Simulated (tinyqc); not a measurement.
Silicon n-p-n transistor, Gummel numbers and transit times: two steps of the calculation.

One-dimensional n-p-n transistor in the forward active mode at low injection. In the base p(x) = NB exp(-eta x/wb) and ni(x)^2 = ni^2 exp((g0 + g1 x/wb)/Vt); electrons leave the base at vsat; band spikes at the emitter junction and recombination inside the emitter are ignored.

Inputs (values chosen for the exercise); band and dielectric values close to those of silicon: temperature T = 350 K; band gap Eg = 1.1 eV; relative permittivity eps_r = 11.7; conduction-band density of states at T Nc = 3.55e19 cm^-3; valence-band density of states at T Nv = 3.4e19 cm^-3; saturation velocity vsat = 9.9e6 cm/s; neutral base width wb = 420 nm; base doping at the emitter edge NB = 1.4e17 cm^-3; doping falls as exp(-eta x/wb) eta = 0; gap reduction at the emitter edge of the base g0 = 0 eV; further gap reduction across the base (linear) g1 = 0 eV; electron diffusion coefficient in the base Dn = 10 cm^2/s; emitter doping NE = 2.7e20 cm^-3; gap reduction in the emitter (negative: wider gap) gE = 0.101 eV; neutral emitter width we = 140 nm; hole diffusion coefficient in the emitter Dp = 2.1 cm^2/s; recombination velocity at the emitter contact Se = 60000 cm/s; electron lifetime in the base tb = 1e-8 s; collector doping NC = 2.6e16 cm^-3; collector-base reverse bias VCB = 0.2 V.

Constants: q = 1.602176634e-19 C, kB = 1.380649e-23 J/K, Vt = kB T/q, eps0 = 8.8541878128e-14 F/cm where lengths are in cm. Results are converted to the units shown.

Task 1. Base Gummel number and transit time. f(x) = p(x) ni^2/ni(x)^2; I(x) = integral from x to wb of f/Dn, plus f(wb)/vsat; base Gummel number GB = I(0); electron density per unit flux n/(J/q) = I/f; base transit time tauB = integral of I/f over the base. Trapezoid rule on 10 equal steps.

Wanted: x; f; I; I/f; GB; tauB.

Result 1.

| point | x (nm) | f (cm^-3) | I (s/cm^4) | I/f (s/cm) |
|---|---|---|---|---|
| 0 | 0.00 | 1.4000e17 | 6.0214e11 | 4.3010e-6 |
| 1 | 42.00 | 1.4000e17 | 5.4334e11 | 3.8810e-6 |
| 2 | 84.00 | 1.4000e17 | 4.8454e11 | 3.4610e-6 |
| 3 | 126.00 | 1.4000e17 | 4.2574e11 | 3.0410e-6 |
| 4 | 168.00 | 1.4000e17 | 3.6694e11 | 2.6210e-6 |
| 5 | 210.00 | 1.4000e17 | 3.0814e11 | 2.2010e-6 |
| 6 | 252.00 | 1.4000e17 | 2.4934e11 | 1.7810e-6 |
| 7 | 294.00 | 1.4000e17 | 1.9054e11 | 1.3610e-6 |
| 8 | 336.00 | 1.4000e17 | 1.3174e11 | 9.4101e-7 |
| 9 | 378.00 | 1.4000e17 | 7.2941e10 | 5.2101e-7 |
| 10 | 420.00 | 1.4000e17 | 1.4141e10 | 1.0101e-7 |

GB = 6.0214e11 s/cm^4
tauB = 92.442 ps

Task 2. Gain, Early voltage and collector delay. ni = sqrt(Nc Nv) exp(-Eg/(2 Vt)), Eg in volts; GE = NE exp(-gE/Vt)(we/Dp + 1/Se); JC = J0 exp(VBE/Vt), J0 = q ni^2/GB; gain limited by back injection GE/GB, by base recombination tb/tauB, together 1/beta = the sum of the inverses; collector layer one-sided, Wc = sqrt(2 eps0 eps_r (Vbc + VCB)/(q NC)), Vbc = Vt ln(p(wb) NC/ni^2), Cjc = eps0 eps_r/Wc; Early voltage VA = GB q p(wb)/(f(wb) Cjc [1/Dn - (eta + g1/Vt)/(wb vsat)]), f(wb) = p(wb) exp(-(g0 + g1)/Vt), p(wb) = NB exp(-eta); tauC = Wc/(2 vsat).

GB = 6.0214141e11 s/cm^4
tauB = 92.442424 ps

Wanted: ni; GE; J0; GE/GB; tb/tauB; beta; Wc; Cjc; VA; tauC.

Result 2.

ni = 4.1802e11 cm^-3
GE = 2.2131e14 s/cm^4
J0 = 4.6496e-8 A/cm^2
GE/GB = 367.54
tb/tauB = 108.18
beta = 83.577
Wc = 213.52 nm
Cjc = 0.48518 fF/um^2
VA = 19.884 V
tauC = 1.0784 ps

The gain is limited more by recombination in the base. beta VA = 1660 V.

Range of the model: The collector doping exceeds a tenth of the base doping at that edge, so the collector layer reaches noticeably into the base. Heavy doping makes emitter or base degenerate; gE and g0 are to be read as apparent gap changes that include this.

Computed by the program tinyqc: `OMP_NUM_THREADS=1 python tinyqc.py 2320051 2320052 out.jsonl`, one thread of a shared Intel Xeon 2.30GHz, about 0.01 s for the whole run.
